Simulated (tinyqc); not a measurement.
One electron in a tunnel-coupled double dot: charge qubit, sensing and quantum capacitance: one step of the calculation.

Basis (left, right), H = [[ep/2, tc], [tc, -ep/2]], splitting Om = sqrt(ep^2 + 4 tc^2), ep = al times the gate voltage. In equilibrium the electron is on the right with the chance P_R = [1 + (ep/Om) tanh(Om/2 kB T)]/2.

Problem. Dephasing by charge noise. Noise in ep shifts Om by (ep/Om) d + (2 tc^2/Om^3) d^2. For Gaussian d of deviation se the spread of Om is sqrt[(ep se/Om)^2 + 2 (2 tc^2 se^2/Om^3)^2], and T2* is estimated as sqrt(2) hbar/spread; Om T2*/h counts the oscillations within T2*.

Inputs (values chosen for the exercise):

| symbol | value | unit | meaning |
|---|---|---|---|
| tc | 5.9 | ueV | tunnel coupling |
| se | 0.78 | ueV | deviation of quasi-static detuning noise |
| ep | 2 | ueV | detuning |

Constants: q = 1.602176634e-19 C, hbar = 1.054571817e-34 J s, h = 6.62607015e-34 J s. Results are converted to the units shown.

Find: first-order spread; second-order spread; T2*; oscillations within T2*.

Solution.

first-order spread = 0.13034 ueV
second-order spread = 0.034942 ueV
T2* = 6.8979 ns
oscillations within T2* = 19.962

At ep = 0 the first-order term vanishes and T2* would be 25.5 ns.

tinyqc, about 0.01 s, one thread, Intel Xeon 2.30GHz (shared host): `OMP_NUM_THREADS=1 python tinyqc.py 2470022 2470023 out.jsonl`
